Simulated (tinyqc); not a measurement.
Van der Pauw, Hall and four-point-probe measurements on a doped layer: one step of the calculation.

A uniform n-type layer with sheet resistance Rs = 1/(q ns mu), point contacts, low field (mu B small).

Task. Sheet density, mobility and bulk values. Rs = 1/z; Hall sheet density B I/(q |VH|); Hall mobility |VH|/(Rs B I); true values ns = rH times the Hall density, mu = Hall mobility/rH; bulk density ns/t, resistivity Rs t; correction factor F = Rs/[(pi/ln 2)(RA + RB)/2].

Inputs (values chosen for the exercise): Hall factor rH = 1; magnetic field B = 0.5 T; current I = 1000 uA; thickness of the layer t = 33 nm.

Constants: q = 1.602176634e-19 C. Results are converted to the units shown.

converged z = 1.1615781 mS
VH = -12.483018 mV
RA = 5.6162288 ohm
RB = 1068.1272 ohm

Wanted: Rs; Hall sheet density; Hall mobility; ns; mu; bulk density; resistivity; F.

Result.

Rs = 860.9 ohm/square
Hall sheet density = 2.500e13 cm^-2
Hall mobility = 290.0 cm^2/(V s)
ns = 2.500e13 cm^-2
mu = 290.0 cm^2/(V s)
bulk density = 7.576e18 cm^-3
resistivity = 0.002841 ohm cm
F = 0.3538

Computed by the program tinyqc: `OMP_NUM_THREADS=1 python tinyqc.py 2850175 2850176 out.jsonl`, one thread of a shared Intel Xeon 2.30GHz, about 0.02 s for the whole run.
